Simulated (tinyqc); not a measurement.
# Film thickness from the threshold shift

Problem. Undoped body with a flat potential across it, hard walls, transport along x. Three valley pairs (g = 2 each) with the longitudinal mass along x, y or z. Non-parabolicity enters the subband edges through E (1 + al E) = gamma, so E = 2 gamma/(1 + sqrt(1 + 4 al gamma)); motion within a subband is taken as parabolic with the band-edge mass. Energies are counted from the bulk band edge. gamma = C (pi k/(t + dl))^2/mz, C = hbar^2/(2 m0). Each subband has N_k = g sqrt(mx my) m0 kB T/(pi hbar^2); without degeneracy n = exp(EF/Vt) sum N_k exp(-E_k/Vt). Classical value Nc times t, Nc = sum over valleys of 2 g (m m0 kB T/(2 pi hbar^2))^1.5 with m = (mx my mz)^(1/3). Threshold shift dVT = Vt ln(classical value/sum N_k exp(-E_k/Vt)). Find t and the lowest subband edge.

Parameters, values chosen for the exercise; masses close to those of silicon:

| symbol | value | unit | meaning |
|---|---|---|---|
| T | 77 | K | temperature |
| ml | 0.908 | m0 | longitudinal mass |
| mt | 0.191 | m0 | transverse mass |
| al | 0.5 | 1/eV | non-parabolicity |
| dl | 0 | nm | widening of the box by penetration into the insulator |

Constants: q = 1.602176634e-19 C, kB = 1.380649e-23 J/K, hbar = 1.054571817e-34 J s, m0 = 9.1093837015e-31 kg, Vt = kB T/q, hbar^2/(2 m0) = 0.0380998212 eV nm^2. Results are converted to the units shown.

dVT = 11.783849 mV

Answer. dVT is evaluated for trial values of t with all subbands; between 1.5 and 25 nm one value matches.

t = 8.100 nm
E_1 = 6.292 meV

Program tinyqc, `OMP_NUM_THREADS=1 python tinyqc.py 2350018 2350019 out.jsonl`; Intel Xeon 2.30GHz, shared host, one thread, about 0.06 s.
